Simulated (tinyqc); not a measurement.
# From single traps to 1/f noise

7 half-filled traps with time constants tau_j = 2e-7 s times 10^(1 j), j = 0..6, each shift the threshold by a = 47.9 uV when filled and give the Lorentzian a^2 tau/(1 + (2 pi f tau)^2). For time constants spread evenly in ln tau the sum tends to a^2/(4 f ln(10^1)). slope = d ln S/d ln f.

From single traps to 1/f noise:
```
f (Hz)  S (uV^2/Hz)  1/f limit (uV^2/Hz)       slope  j of the largest term
0.01         509.80                24911  -2.8448e-4                      6
0.1          502.73               2491.1   -0.027968                      6
1            228.19               249.11    -0.96093                      6
30           7.8662               8.3037    -0.92581                      4
1000        0.26022              0.24911     -1.0878                      3
30000     0.0078511            0.0083037    -0.93672                      1
1e6       2.1003e-4            2.4911e-4     -1.3414                      0
1e7       3.2105e-6            2.4911e-5     -1.9887                      0
1e8       3.2286e-8            2.4911e-6     -1.9999                      0
```

Below the slowest trap (1/(2 pi tau) = 0.80 Hz) the spectrum is flat, slope 0.00 in the first row; above the fastest (8.0e5 Hz) the slope tends to -2 (-2.00 in the last row). In between, at 30, 1000 and 30000 Hz, the slopes are -0.93, -1.09 and -0.94, and S is 4.5 % above the 1/f limit at 1000 Hz.

Program tinyqc, `OMP_NUM_THREADS=1 python tinyqc.py 2150123 2150124 out.jsonl`; Intel Xeon 2.30GHz, shared host, one thread, about 0.01 s.
